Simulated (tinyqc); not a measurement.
Activation against anneal temperature: dopants and charged point defects at anneal temperature: Fermi-level effect, clustering and pairing. Computed by tinyqc, a small Python program. Command: `OMP_NUM_THREADS=1 python tinyqc.py 3031111 3031112 out.jsonl pairing walk`. One thread of a shared host (Intel(R) Xeon(R) Processor @ 2.30GHz), about 0.02 s of CPU time with the checks.

Boltzmann statistics and full ionisation of active dopants. Energies are counted from the valence band; the defect (a vacancy or self-interstitial) has five charge states, with all degeneracy factors one.

Inputs (values chosen for the exercise, with bands modelled on InP):
```
quantity                       value   unit
gap at 0 K E_g0                 1.45     eV
Varshni alpha               0.000363   eV/K
Varshni beta                     161      K
electron mass m_e             0.0798    m_0
valleys M_c                        1      -
hole mass m_h                  0.615    m_0
anneal temperature T             890      K
total dopant density N         5e+18  cm^-3
site density N_s               5e+22  cm^-3
dopant atoms per cluster k         2      -
cluster binding energy E_b     0.721     eV
```

Dopant: donor. Second part: clustering of the dopant.

Constants: m_0 = 9.1093837015e-31 kg; k_B = 1.380649e-23 J/K; h = 6.62607015e-34 J s; k_B = 8.617333262e-05 eV/K.

Method:
- E_g = E_g0 - alpha T^2/(T + beta).
- N_c = 2 M_c (2 pi m_e k_B T/h^2)^(3/2) and N_v = 2 (2 pi m_h k_B T/h^2)^(3/2), masses in units of m_0.
- n_i = sqrt(N_c N_v) exp(-E_g/2 k_B T); E_i = E_g/2 + (k_B T/2) ln(N_v/N_c).
- n = A/2 + sqrt(A^2/4 + n_i^2) for an active density A.
- k ionised dopants and k carriers form one neutral cluster: C = N_s (A/N_s)^k (n/N_b)^k exp(E_b/k_B T), N_b the effective density of states of the majority band, and N = A + k C (60 bisections in ln A between ln N - 90 and ln N).

Equilibrium activation:
```
T (K)  n_i (cm^-3)  active A (cm^-3)  clusters C (cm^-3)  active share
530     3.9448e+12        4.0982e+17          2.2951e+18       0.08196
620     5.2906e+13        7.9957e+17          2.1002e+18       0.15991
710     3.7872e+14        1.3139e+18          1.8431e+18       0.26277
800     1.7818e+15        1.9145e+18          1.5427e+18       0.38290
890     6.2416e+15        2.5501e+18          1.2249e+18       0.51003
980     1.7625e+16        3.1646e+18          9.1770e+17       0.63292
1070    4.2306e+16        3.7061e+18          6.4693e+17       0.74123
```

The active share goes from 0.0820 at 530 K to 0.741 at 1070 K, so a layer activated by a hot, short anneal is metastable and deactivates in later, cooler steps if the dopant can move.
